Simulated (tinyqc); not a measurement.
From results back to parameters: conductance of a narrow metal strip with scatterers (square lattice, Green functions).

Problem. Boundaries with reflection R, a distance dg apart, add incoherently to the scattering in a one-dimensional channel: rho/rho0 = 1 + (lam/dg) R/(1 - R). The ratio comes from a hidden R.

Inputs chosen for the exercise (out of a larger set: hopping and spacing of the size met in Cu or Al; the lattice is a model; not measured data): lam = 27 nm (bulk mean free path); dg = 15 nm (distance between boundaries).

rho/rho0 = 1.88657

Find: R; effective mean free path lam rho0/rho.

Solution. y = (rho/rho0 - 1) dg/lam = R/(1 - R), so R = y/(1 + y).

R = 0.330
effective mean free path lam rho0/rho = 14.31 nm

tinyqc: `OMP_NUM_THREADS=1 python tinyqc.py 1482879 1482880 out.jsonl`; about 0.01 s, one thread, shared Intel(R) Xeon(R) Processor @ 2.30GHz.
